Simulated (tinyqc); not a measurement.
Inside a calculation. Method: RHF in the sto-6g basis, for H3+, spin multiplicity 1. One step of it, computed by the program tinyqc.

Problem. Iteration 5 (converged): orbitals. Diagonalise F' = X^T F X, C = X C', fill 1 alpha and 1 beta electrons from the bottom; D = 2 C_occ C_occ^T. Each column has its largest component positive (the first on a tie).

converged F (hartree), order 1H 1s, 2H 1s, 3H 1s:
$$\begin{pmatrix}
-0.716585 & -0.600333 & -0.555614 \\
-0.600333 & -0.552263 & -0.268622 \\
-0.555614 & -0.268622 & -0.536475
\end{pmatrix}$$

X, order 1H 1s, 2H 1s, 3H 1s:
$$\begin{pmatrix}
1.177415 & -0.273837 & -0.245193 \\
-0.273837 & 1.095492 & 0.011447 \\
-0.245193 & 0.011447 & 1.077624
\end{pmatrix}$$

Give: F' = X^T F X; orbital energies; coefficients C; D after iteration 5.

Solution.

F' = X^T F X (hartree):
$$\begin{pmatrix}
-0.395 & -0.393 & -0.356 \\
-0.393 & -0.360 & -0.050 \\
-0.356 & -0.050 & -0.376
\end{pmatrix}$$

orbital energies (hartree): MO1 -0.937, MO2 -0.319, MO3 0.125

coefficients C, order 1H 1s, 2H 1s, 3H 1s:
$$\begin{pmatrix}
0.561 & -0.028 & 1.098 \\
0.383 & -0.717 & -0.784 \\
0.363 & 0.799 & -0.672
\end{pmatrix}$$

D after iteration 5, order 1H 1s, 2H 1s, 3H 1s:
$$\begin{pmatrix}
0.630 & 0.430 & 0.408 \\
0.430 & 0.293 & 0.278 \\
0.408 & 0.278 & 0.264
\end{pmatrix}$$
